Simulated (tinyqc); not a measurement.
Kink density above f_c: Frenkel-Kontorova chain: a misfit dislocation (kink) in a monolayer on a periodic substrate. Computed by tinyqc, a small Python program. Command: `OMP_NUM_THREADS=1 python tinyqc.py 3018385 3018386 out.jsonl fkchain walk`. One thread of a shared host (Intel(R) Xeon(R) Processor @ 2.30GHz), about 0.01 s of CPU time with the checks.

E = sum_j [(k/2)(x_(j+1) - x_j - b)^2 + (W/2)(1 - cos(2 pi x_j/a))], x_j = a (j + u_j). A kink takes u from 0 to 1: the chain is stretched by one period and has one atom fewer than wells.

Inputs (values chosen for the exercise, for a model overlayer):
```
quantity              value           unit
spring constant k      5.02  eV/angstrom^2
substrate period a     4.09       angstrom
corrugation W          4.59             eV
misfit f = (b - a)/a   0.36              -
atomic mass M           195              u
```

Constants: nu for 1 eV/(angstrom^2 u) = 15.6333042 THz.

Method. l0 = sqrt(k a^2/(2 W)); kink u(j) = (2/pi) arctan exp(pi j/l0); kink energy at f = 0: E0 = (4/pi) W l0; with misfit E0 - k a^2 f; kinks become favourable at f_c = 2/(pi l0), and a coherent chain with free ends loses stability at f_m = 1/l0. Lowest vibration of the flat chain: nu0 = 15.6333042 THz x sqrt(2 pi^2 W/(a^2 M)). Frank and van der Merwe: the modulus q solves f = 2 E(q)/(pi l0 q), and the kinks per atom are pi/(2 l0 q K(q)), with the complete elliptic integrals K and E; strain left = f - density (for f above f_c = 2/(pi l0)).

critical misfit f_c = 0.210487

kink width l0 = 3.02450

Continuum ground state:
```
f             q  kinks per atom  strain left
0.2115  0.99904         0.11509     0.096409
0.2147  0.99528         0.14007     0.074629
0.2210  0.98670         0.16357     0.057432
0.2315  0.97079         0.18833     0.043168
0.2526  0.93619         0.22378     0.028822
0.2947  0.86544         0.27851     0.016191
0.3578  0.76738         0.34927     0.008527
0.4631  0.63528         0.45928     0.003819
```

0.48 % above f_c the density is already 0.54 of f: kinks repel only exponentially, so they flood in, as 1/|ln(f - f_c)|. At 2.2 f_c they take up 99.2 % of the misfit and the layer floats nearly free. Caution: a corrugation above 1 eV is larger than real overlayers usually show; it is chosen to keep the kink narrow.
